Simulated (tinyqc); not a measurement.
Layer against dose: implant damage, amorphisation by cascade overlap, and solid-phase epitaxial regrowth. Computed by tinyqc, a small Python program. Command: `OMP_NUM_THREADS=1 python tinyqc.py 3112159 3112160 out.jsonl sper walk`. One thread of a shared host (Intel(R) Xeon(R) Processor @ 2.30GHz), about 0.01 s of CPU time with the checks.

Range and width of the damage are inputs. Dynamic annealing enters only through the surviving share f.

Inputs (values chosen for the exercise, modelled on fluorine ions in silicon):
```
quantity,value,unit
atomic density N,49.9,1/nm^3
ion Z1,9,-
ion mass M1,19,u
target Z2,14,-
target mass M2,28.09,u
ion energy E,7.7,keV
displacement energy E_d,17,eV
depth of the damage peak R_d,11,nm
width of the damage profile s_d,5.2,nm
share of defects that survive f,0.56,-
critical displaced share x_c,0.12,-
dose Q,2.6e+14,1/cm^2
```

Constants: a_0 = 0.529177210903 angstrom; e^2/(4 pi eps_0) = 14.39964548 eV angstrom.

Method. Robinson partition: eps = E a M2/(Z1 Z2 (e^2/(4 pi eps_0)) (M1 + M2)), a = 0.8853 a_0/sqrt(Z1^(2/3) + Z2^(2/3)); k = 0.0793 Z1^(2/3) Z2^(1/2) (M1 + M2)^(3/2)/((Z1^(2/3) + Z2^(2/3))^(3/4) M1^(3/2) M2^(1/2)); damage energy T_d = E/(1 + k (eps + 0.40244 eps^(3/4) + 3.4008 eps^(1/6))); displacements nu = 0.8 T_d/(2 E_d). Displaced share x(z) = f nu Q exp(-(z - R_d)^2/(2 s_d^2))/(sqrt(2 pi) s_d N); the layer is amorphous where x > x_c, between R_d -/+ s_d sqrt(2 ln(x_max/x_c)), the upper edge being cut at the surface. Threshold dose Q_c = Q x_c/x_max.

threshold dose Q_c = 1.21075e+14 1/cm^2

displacements per ion nu = 115.115

Dose series; the last column is f nu Q erfc((z2 - R_d)/(sqrt2 s_d))/2:
```
Q (1/cm^2),x_max,upper edge (nm),lower edge (nm),displaced atoms beyond z2 (1/cm^2)
1.33e+14,0.1318,8.7461,13.254,2.8495e+15
1.82e+14,0.1804,6.3050,15.695,2.1505e+15
3.03e+14,0.3003,3.9567,18.043,1.7148e+15
4.84e+14,0.4797,2.3434,19.657,1.4971e+15
8.48e+14,0.8405,0.7401,21.260,1.3254e+15
1.45e+15,1.4371,0.0000,22.588,1.2083e+15
3.03e+15,3.0031,0.0000,24.196,1.0898e+15
6.05e+15,5.9963,0.0000,25.544,1.0061e+15
```

What follows from these numbers?

A dose 45 times larger moves the lower edge from 13.3 to 25.5 nm, as the root of a logarithm, and the damage beyond it falls by a factor 2.8, since the edge lies on an ever steeper tail. The layer reaches the surface at Q_c exp(R_d^2/(2 s_d^2)) = 1.13e15 per cm^2.

Extremes, crossings and ranges named in words are read from the listed rows.
